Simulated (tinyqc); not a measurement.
Solute along a frozen bar: binary melting diagram from solution models of liquid and solid. Computed by tinyqc, a small Python program. Command: `OMP_NUM_THREADS=1 python tinyqc.py 3031528 3031529 out.jsonl melt walk`. One thread of a shared host (Intel(R) Xeon(R) Processor @ 2.30GHz), about 0.01 s of CPU time with the checks.

x is the fraction of B. In a phase with interaction L: mu_A = G_A + R T ln(1 - x) + L x^2, mu_B = G_B + R T ln x + L (1 - x)^2. Melting: G(liquid) - G(solid) = H (1 - T/T_m) for each pure component.

Inputs (values chosen for the exercise, for a model alloy):
```
quantity                 value    unit
melting point T_A         1285       K
melting point T_B          690       K
heat of melting H_A       30.1  kJ/mol
heat of melting H_B       17.5  kJ/mol
liquid interaction L_L     5.3  kJ/mol
solid interaction L_S      3.7  kJ/mol
dilute content c0 of B   0.016       -
growth number V delta/D   0.12       -
```

Diagram: complete solid solution (lens).

Constants: R = 8.314462618 J/(mol K).

Method. At T_A, k0 = exp[(dG_B(T_A) + L_L - L_S)/(R T_A)]; van 't Hoff: m_L = -R T_A^2 (1 - k0)/H_A per unit fraction. Burton-Prim-Slichter: k_eff = k0/[k0 + (1 - k0) exp(-V delta/D)]. Freezing range of c0: |m_L| c0 |1 - k0|/k0. For the solid at frozen fraction f, relative to c0. Lever rule: k0/[1 - (1 - k0) f]. Scheil (no diffusion in the solid, mixed liquid): k (1 - f)^(k - 1), with k0 and with k_eff. One zone pass with a zone a tenth of the bar long: 1 - (1 - k0) exp(-10 k0 f).

partition coefficient k0 = 0.282895

effective coefficient k_eff = 0.307859

Ratio c_s/c0:
```
f    lever rule  Scheil, k0  Scheil, k_eff  one zone pass
0.0     0.28289      0.2829         0.3079        0.28289
0.1     0.30475      0.3051         0.3311        0.45959
0.3     0.36044      0.3653         0.3941        0.69310
0.5     0.44103      0.4650         0.4974        0.82571
0.7     0.56803      0.6708         0.7084        0.90102
0.8     0.66358      0.8971         0.9379        0.92541
0.9     0.79777      1.4748         1.5153        0.94379
```

What follows from these numbers?

All but the k_eff column start at k0 = 0.283. At f = 0.9 Scheil gives 1.47 against 0.798 for the lever rule, since the solid keeps what it took and the last liquid is richer in B. Scheil passes c0 at f = 0.828. Last over first value: 5.21 with k0 and 4.92 with k_eff, so faster growth gives the more even bar.
